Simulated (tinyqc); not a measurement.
From results back to parameters: BHZ model on a square lattice (one spin block). Two cases, with inputs chosen for the exercise.

Problem. Near Gamma E = -D k^2 -/+ sqrt(A^2 k^2 + (M - B k^2)^2), so the curvature of the upper band, E = |M| + c+ k^2, is c+ = -D + A^2/(2|M|) - B sign(M), and of the lower one c- = -D - A^2/(2|M|) + B sign(M). M and A are given; c+ and c- come from hidden B and D.

Find: D, B; order of the bands.

Method. The mean of the curvatures is -D; half their difference is A^2/(2|M|) - B sign(M). The bands are inverted where M/B > 0.

Case 1.

Values chosen (out of a larger set: of the size used for InAs / GaSb double wells; not measured data): A = 0.67 eV angstrom; M = 0.0106 eV (mass term).

c+, c- (eV angstrom^2): 115.175  -76.575

Solution.

D, B (eV angstrom^2): -19.3  -74.7

order of the bands: normal

Case 2.

Values chosen (out of a larger set: of the size used for thin Bi2Se3 films; not measured data): A = 2.5 eV angstrom; M = -0.1122 eV (mass term).

c+, c- (eV angstrom^2): 16.352  -6.352

Solution.

D, B (eV angstrom^2): -5.0  -16.5

order of the bands: inverted

Computed by tinyqc, one run a case: `OMP_NUM_THREADS=1 python tinyqc.py N N+1 out.jsonl` with N = 1450825, 1450912; one thread of a shared Intel(R) Xeon(R) Processor @ 2.30GHz, about 0.1 s a run at most.
